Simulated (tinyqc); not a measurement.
Input admittance of a MOSFET at zero drain bias: distributed channel and distributed gate: two steps of the calculation.

Source and drain grounded, strong inversion, w = 2 pi f, Cox = eps0 eox/tox. The channel is an RC line of resistance 1/(mu Cox Vo) per square fed from both ends, so one finger has the intrinsic admittance y = i w Cox L tanh(g)/g per width, g = (1/2) sqrt(i w tau), tau = L^2/(mu Vo). The vertical resistance rv/L is in series with y, the overlaps 2 i w Cov in parallel: y_t = 1/(1/y + rv/L) + 2 i w Cov. The gate strip is a line of Rsh/L per length loaded by y_t, so a finger has Y = y_t Wf tanh(k)/k, k = (Wf/sd) sqrt(y_t Rsh/L); the device has Nf Y.

Values chosen for this exercise; values of the order met in silicon radio-frequency transistors: relative permittivity of the gate insulator (close to silicon dioxide) eox = 3.9; insulator thickness tox = 2.5 nm; channel length L = 0.29 um; finger width Wf = 0.74 um; number of fingers Nf = 1; channel mobility mu = 190 cm^2/(V s); gate overdrive Vo = 0.58 V; sheet resistance of the gate Rsh = 3.8 ohm/square; vertical resistivity of the gate stack rv = 0 ohm um^2; number of ends at which a finger is contacted sd = 2; overlap and fringe capacitance on each side Cov = 0.28 fF/um; frequency f = 53 GHz.

Constants: eps0 = 8.8541878128e-14 F/cm where lengths are in cm. Results are converted to the units shown.

Question 1. Admittance of the channel and stack per width. tau, g, c = Cox L, y and y_t as defined.

Wanted: tau; g; c; y; y_t.

Answer 1.

tau = 7.6316 ps
g = 0.56362+0.56362i
c = 4.0056 fF/um
y = 265.2+1266.6i uS/um
y_t = 265.2+1453.1i uS/um

w tau = 2.54, and Im y is 0.950 of w c.

Question 2. Input impedance of the device. k and Y as defined; Z = 1/(Nf Y) = R + 1/(i w C); Q = |Im Z|/R; signal at the point farthest from a contact |1/cosh k|.

y_t = 265.1835+1453.0608i uS/um

Give: k; Nf Y; R; C; Q; signal at the far point.

Answer 2.

k = 0.039531+0.032969i
Nf Y = 0.1971+1.0749i mS
R = 165.06 ohm
C = 3.3365 fF
Q = 5.4526
signal at the far point = 0.99976

Program tinyqc, `OMP_NUM_THREADS=1 python tinyqc.py 2262016 2262017 out.jsonl`; Intel Xeon 2.30GHz, shared host, one thread, about 0.01 s.
